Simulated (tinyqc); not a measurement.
MOSFET in saturation, small-signal circuit and noise: two steps of the calculation.

Bias by the inversion coefficient IC = I/Ispec (charge-based model with velocity saturation; weak inversion below 0.1, strong above 10). Common-source circuit: gm, gds, Cgs, Cgd and Cj at the inner nodes, Rg in series with the gate; quasi-static, no source or drain resistance, no gate-body capacitance, no substrate network, no induced gate noise, so fmax is an upper estimate.

Values chosen for this exercise:
```
symbol   value         unit                                   meaning
T          250            K                               temperature
L          130           nm                               gate length
W           80           um                          total gate width
Cox        1.7      uF/cm^2                          gate capacitance
mu         430   cm^2/(V s)                                  mobility
n         1.39                                           slope factor
Ls          25           nm                velocity-saturation length
IC        0.28                                  inversion coefficient
gw        0.05               short-channel excess of the noise factor
Nt      1.2e18  cm^-3 eV^-1                        oxide trap density
lt         0.1           nm          tunnelling length into the oxide
ac       10000        V s/C            Coulomb scattering coefficient
f            1          GHz                          signal frequency
```

Constants: q = 1.602176634e-19 C, kB = 1.380649e-23 J/K, Vt = kB T/q. Results are converted to the units shown.

Question 1. Admittance matrix. Inner admittances at w = 2 pi f: y11 = i w (Cgs + Cgd), y12 = -i w Cgd, y21 = gm - i w Cgd, y22 = gds + i w (Cgd + Cd). Invert to Z, add Rg to Z11 and invert back to Y.

gm = 4.3427080 mS
gds = 0.15633749 mS
Cgs = 65.995607 fF
Cgd = 35.2 fF
Cd = 52 fF
Rg = 1.5705128 ohm

Find: inner y; Y with Rg.

Answer 1.

inner y (mS):

|  | 1 | 2 |
|---|---|---|
| 1 | 0.000+0.636i | 0.000-0.221i |
| 2 | 4.343-0.221i | 0.156+0.548i |

Y with Rg (mS):

|  | 1 | 2 |
|---|---|---|
| 1 | 0.001+0.636i | 0.000-0.221i |
| 2 | 4.342-0.226i | 0.156+0.549i |

Question 2. Noise at the gate. Channel noise Sid = 4 kB T gam n gm with gam = (1/2 + (2/3) qs)/(1 + qs) + gw lc IC, qs = [sqrt(1 + 4 IC) - 1]/2, lc = Ls/L (the last term an empirical rise with velocity saturation); at the gate, white noise Sw = Sid/gm^2 + 4 kB T Rg. Number fluctuation with correlated mobility: S(f) = K/f, K = q^2 Vt lt Nt/(W L Cox^2) (1 + ac mu Cox I/gm)^2, Vt in eV with Nt per eV. Corner fc = K/Sw. Full shot noise would be 2 q I.

I = 162.51469 uA
gm = 4.3427080 mS
Rg = 1.5705128 ohm

Give: gam; Sid; Sid/(2 q I); sqrt(Sw); K; fc.

Answer 2.

gam = 0.5336
Sid = 4.447e-23 A^2/Hz
Sid/(2 q I) = 0.8540
sqrt(Sw) = 1.543 nV/Hz^0.5
K = 3.581e-11 V^2
fc = 15.05 MHz

The gate resistance gives 0.91 % of the white noise power.

Numbers from tinyqc (`OMP_NUM_THREADS=1 python tinyqc.py 2150032 2150033 out.jsonl`; about 0.01 s on one thread of a shared Intel Xeon 2.30GHz).
